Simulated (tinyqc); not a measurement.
Harmonic transition-state theory with quantum, tunnelling and friction corrections: one step, computed by the program tinyqc. Command: `OMP_NUM_THREADS=1 python tinyqc.py 3011853 3011854 out.jsonl rates walk`. One thread of a shared host (Intel(R) Xeon(R) Processor @ 2.30GHz), about 0.07 s of CPU time with the checks.

One atom hops between equivalent sites; three modes at the minimum and two real modes at the saddle are treated as harmonic, the rest of the crystal as unchanged; melting is ignored, so hot rows may lie above the melting point.

Question. Tunnelling factors. With u = h nu_b/(k_B T): Wigner factor 1 + u^2/24; parabolic barrier (Bell) (u/2)/sin(u/2), valid above T_c = h nu_b/(2 pi k_B); symmetric Eckart barrier: kappa = int_0^infinity P(E) exp(-(E - E_b)/(k_B T)) dE/(k_B T), P = (cosh 2a - 1)/(cosh 2a + cosh 2d), a = alpha sqrt(E/E_b), alpha = 2 pi E_b/(h nu_b), 2d = 2 sqrt(alpha^2 - pi^2/4).

Inputs (values chosen for the exercise, modelled on interstitial copper in silicon): barrier E_b = 0.195 eV; imaginary frequency at the saddle nu_b = 2.61 THz; temperature T = 120 K.

Lattice of sites: three-dimensional.

Constants: h x 1 THz = 4.135667696 meV; k_B = 8.617333262e-05 eV/K.

Give: u; crossover temperature T_c; Wigner factor; Bell factor; Eckart factor.

Answer.

u = 1.044

crossover temperature T_c = 19.94 K

Wigner factor = 1.045

Bell factor = 1.047

Eckart factor = 1.049

T/T_c = 6.02: tunnelling is a small correction.
